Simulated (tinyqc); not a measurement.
Worked calculation: sp3 tight binding, zinc-blende lattice. Computed by tinyqc, a small Python program that keeps every step. Command: `OMP_NUM_THREADS=1 python tinyqc.py 26799 26800 out.jsonl` (the two numbers bound the seeds that draw the settings). One thread of a shared host (Intel(R) Xeon(R) Processor @ 2.60GHz), about 0.01 s of CPU time with the checks.

## Bloch Hamiltonian at k

Parameters chosen for this model: zinc-blende lattice, anion at 0, cation at a/4 (1,1,1); V = eta hbar^2 / (m d^2), hbar^2/m = 7.619964 eV angstrom^2:
```
parameter          value      unit
a               3.950000  angstrom
d               1.710400  angstrom
Es anion      -14.750000        eV
Ep anion       -7.240000        eV
Es cation     -14.750000        eV
Ep cation      -7.240000        eV
eta ss         -1.360000
eta sp          1.390000
eta pp sigma    2.460000
eta pp pi      -0.680000
V ss           -3.542390        eV
V sp            3.620531        eV
V pp sigma      6.407558        eV
V pp pi        -1.771195        eV
```

k point k (2 pi / a): [0.720000, -0.620000, 0.510000]

Slater-Koster rules over the four bonds with direction cosines (l, m, n): ss V_ss; s-px l V_sp; px-s -l V_sp; px-px l^2 V_pps + (1 - l^2) V_ppp; px-py l m (V_pps - V_ppp); each times exp(i k.d).

H(k) at k (eV), order a s, a px, a py, a pz, c s, c px, c py, c pz:
$$\begin{pmatrix}
-14.750000 & 0.000000 & 0.000000 & 0.000000 & -2.359916-7.615012i & 2.114486+2.959326i & -3.053787-2.049079i & 4.354515+1.437003i \\
0.000000 & -7.240000 & 0.000000 & 0.000000 & -2.114486-2.959326i & 0.636252+2.053067i & 5.679290+1.874183i & -3.982841-2.672471i \\
0.000000 & 0.000000 & -7.240000 & 0.000000 & 3.053787+2.049079i & 5.679290+1.874183i & 0.636252+2.053067i & 2.757776+3.859642i \\
0.000000 & 0.000000 & 0.000000 & -7.240000 & -4.354515-1.437003i & -3.982841-2.672471i & 2.757776+3.859642i & 0.636252+2.053067i \\
-2.359916+7.615012i & -2.114486+2.959326i & 3.053787-2.049079i & -4.354515+1.437003i & -14.750000 & 0.000000 & 0.000000 & 0.000000 \\
2.114486-2.959326i & 0.636252-2.053067i & 5.679290-1.874183i & -3.982841+2.672471i & 0.000000 & -7.240000 & 0.000000 & 0.000000 \\
-3.053787+2.049079i & 5.679290-1.874183i & 0.636252-2.053067i & 2.757776-3.859642i & 0.000000 & 0.000000 & -7.240000 & 0.000000 \\
4.354515-1.437003i & -3.982841+2.672471i & 2.757776-3.859642i & 0.636252-2.053067i & 0.000000 & 0.000000 & 0.000000 & -7.240000
\end{pmatrix}$$

## Levels at k

Diagonalise the Hermitian matrix.

eigenvalues (eV): [-24.850561, -18.875602, -14.923417, -14.258565, -3.084332, -0.523747, 0.264102, 3.312122]

weights |c|^2 of the basis functions, order a s, a px, a py, a pz, c s, c px, c py, c pz:
$$\begin{pmatrix}
0.447650 & 0.123311 & 0.011258 & 0.010793 & 0.356591 & 0.009061 & 0.002792 & 0.038545 \\
0.008513 & 0.147528 & 0.299466 & 0.010004 & 0.067129 & 0.067769 & 0.233929 & 0.165663 \\
0.015880 & 0.128368 & 0.153019 & 0.182870 & 0.027741 & 0.071332 & 0.263160 & 0.157631 \\
0.027957 & 0.100793 & 0.036258 & 0.296333 & 0.048540 & 0.351839 & 0.000119 & 0.138161 \\
0.447650 & 0.123311 & 0.011258 & 0.010793 & 0.356591 & 0.009061 & 0.002792 & 0.038545 \\
0.008513 & 0.147528 & 0.299466 & 0.010004 & 0.067129 & 0.067769 & 0.233929 & 0.165663 \\
0.015880 & 0.128368 & 0.153019 & 0.182870 & 0.027741 & 0.071332 & 0.263160 & 0.157631 \\
0.027957 & 0.100793 & 0.036258 & 0.296333 & 0.048540 & 0.351839 & 0.000119 & 0.138161
\end{pmatrix}$$

## Bloch Hamiltonian at G

k point G (2 pi / a): [0, 0, 0]

As before.

H(k) at G (eV), order a s, a px, a py, a pz, c s, c px, c py, c pz:
$$\begin{pmatrix}
-14.750000 & 0.000000 & 0.000000 & 0.000000 & -14.169560 & 0.000000 & 0.000000 & 0.000000 \\
0.000000 & -7.240000 & 0.000000 & 0.000000 & 0.000000 & 3.820224 & 0.000000 & 0.000000 \\
0.000000 & 0.000000 & -7.240000 & 0.000000 & 0.000000 & 0.000000 & 3.820224 & 0.000000 \\
0.000000 & 0.000000 & 0.000000 & -7.240000 & 0.000000 & 0.000000 & 0.000000 & 3.820224 \\
-14.169560 & 0.000000 & 0.000000 & 0.000000 & -14.750000 & 0.000000 & 0.000000 & 0.000000 \\
0.000000 & 3.820224 & 0.000000 & 0.000000 & 0.000000 & -7.240000 & 0.000000 & 0.000000 \\
0.000000 & 0.000000 & 3.820224 & 0.000000 & 0.000000 & 0.000000 & -7.240000 & 0.000000 \\
0.000000 & 0.000000 & 0.000000 & 3.820224 & 0.000000 & 0.000000 & 0.000000 & -7.240000
\end{pmatrix}$$

## Levels at G

As before.

eigenvalues (eV): [-28.919560, -11.060224, -11.060224, -11.060224, -3.419776, -3.419776, -3.419776, -0.580440]

## Bands along a path

The same steps at evenly spaced points between the labelled ones.

Bands along the path (eV):
```
k             band 1      band 2      band 3      band 4     band 5     band 6     band 7     band 8
L         -23.880144  -20.363902  -14.602614  -14.602614  -3.536211   0.122614   0.122614   3.800256
L-G 0.20  -24.804775  -19.246453  -14.341077  -14.341077  -3.300350  -0.138923  -0.138923   3.371578
L-G 0.40  -26.342924  -17.076978  -13.605673  -13.605673  -2.722818  -0.874327  -0.874327   2.162719
L-G 0.60  -27.696572  -14.588157  -12.557933  -12.557933  -2.186003  -1.922067  -1.922067   0.490732
L-G 0.80  -28.602038  -12.222824  -11.526830  -11.526830  -2.953170  -2.953170  -2.622465  -0.532673
G         -28.919560  -11.060224  -11.060224  -11.060224  -3.419776  -3.419776  -3.419776  -0.580440
G-X 0.20  -28.494294  -12.195428  -12.195428  -11.524518  -3.338509  -2.284572  -2.284572  -0.622680
G-X 0.40  -27.258604  -14.356004  -14.356004  -12.854940  -3.104184  -0.762272  -0.123996  -0.123996
G-X 0.60  -25.328893  -16.343610  -16.343610  -14.889135  -2.744293  -1.017678   1.863610   1.863610
G-X 0.80  -22.886554  -17.678245  -17.678245  -17.407570  -2.301567  -1.384310   3.198245   3.198245
X         -20.160733  -20.160733  -18.145004  -18.145004  -1.829267  -1.829267   3.665004   3.665004
X-W 0.20  -20.160733  -20.160733  -18.145004  -18.145004  -1.829267  -1.829267   3.665004   3.665004
X-W 0.40  -20.160733  -20.160733  -18.145004  -18.145004  -1.829267  -1.829267   3.665004   3.665004
X-W 0.60  -20.160733  -20.160733  -18.145004  -18.145004  -1.829267  -1.829267   3.665004   3.665004
X-W 0.80  -20.160733  -20.160733  -18.145004  -18.145004  -1.829267  -1.829267   3.665004   3.665004
W         -20.160733  -20.160733  -18.145004  -18.145004  -1.829267  -1.829267   3.665004   3.665004
```

With 4 band(s) filled, the highest filled level on these points lies at G and the lowest empty one at L: a gap of 7.5240 eV, indirect.
